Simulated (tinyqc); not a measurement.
Grain-boundary trapping model (Seto) of a polycrystalline semiconductor film. Changing the temperature T. Computed by tinyqc, a small Python program. Command: `OMP_NUM_THREADS=1 python tinyqc.py 3007526 3007527 out.jsonl poly sweep`. One thread of a shared host (Intel(R) Xeon(R) Processor @ 2.30GHz), about 0.01 s of CPU time with the checks.

Grains of equal size L are joined by thin boundaries with one trap level. Trapped carriers deplete a width W on each side and raise a barrier, crossed by thermionic emission. Dopants are fully ionised, statistics are non-degenerate and mu_g does not depend on T.

Inputs (values chosen for the exercise, modelled on polycrystalline germanium): permittivity eps = 16; effective mass m = 0.2 m_0; effective density of states at 300 K, N_c = 5.8e+18 1/cm^3; grain size L = 140 nm; trap density Q_t = 2.2e+12 1/cm^2; trap level E_t below the band edge = 0.27 eV; doping N = 9.8e+16 1/cm^3; mobility inside the grains mu_g = 530 cm^2/(V s).

Grain interior: resistance included.

Constants: k_B = 8.617333262e-05 eV/K; e = 1.602176634e-19 C; eps_0 = 8.8541878128e-12 F/m; m_0 = 9.1093837015e-31 kg; k_B = 1.380649e-23 J/K.

Method:
- N_c(T) = N_c (T/300 K)^(3/2). Filled traps Q = Q_t/(1 + (1/2) exp((E_t* - E_F)/k_B T)), where E_t* = e V_B - E_t and E_F are counted from the band edge at the grain centre. Partial depletion: Q = 2 N W, V_B = e N W^2/(2 eps eps_0), E_F = k_B T ln(N/N_c); solve for W. If that W would exceed L/2 the grain is fully depleted: W = L/2, Q = N L, and E_F follows from the trap equation. Centre density n_0 = N_c exp(E_F/k_B T).
- Boundary: sigma_b = L e^2 n_0 exp(-e V_B/k_B T)/sqrt(2 pi m k_B T); drift through the grain, depleted parts included: rho_g = [(1 - 2W/L) + (2W/L) int_0^1 exp(y^2 s^2) ds]/(e n_0 mu_g); rho = 1/sigma_b + rho_g. Mean carrier density n_av = n_0 [(1 - 2W/L) + (2W/L) (sqrt(pi)/2) erf(y)/y], y = sqrt(e V_B/k_B T); effective mobility 1/(e n_av rho).
- E_a = d ln(rho)/d(1/k_B T) from T - 5 K and T + 5 K; temperature coefficient d ln(rho)/dT.

One run for each value; columns: (1) temperature T (K); (2) resistivity rho (ohm cm); (3) effective mobility (cm^2/(V s)); (4) activation energy E_a (eV); (5) mean carrier density (1/cm^3):
```
(1)        (2)        (3)     (4)        (5)
200  6.367e+03  3.057e-02  0.2781  3.207e+16
236  5.453e+02  3.126e-01  0.2770  3.661e+16
271  9.442e+01  1.611e+00  0.2749  4.103e+16
307  2.394e+01  5.721e+00  0.2713  4.557e+16
343  8.242e+00  1.511e+01  0.2657  5.012e+16
379  3.551e+00  3.215e+01  0.2576  5.467e+16
414  1.846e+00  5.724e+01  0.2471  5.907e+16
450  1.076e+00  9.129e+01  0.2335  6.355e+16
```

Over the rows, resistivity rho (ohm cm) falls from 6370 to 1.08 (exponent d ln y / d ln x -15 between the first rows and -6.5 between the last); effective mobility (cm^2/(V s)) rises from 0.0306 to 91.3 (exponent d ln y / d ln x 14 between the first rows and 5.6 between the last); activation energy E_a (eV) falls from 0.278 to 0.233 (exponent d ln y / d ln x -0.023 between the first rows and -0.68 between the last).
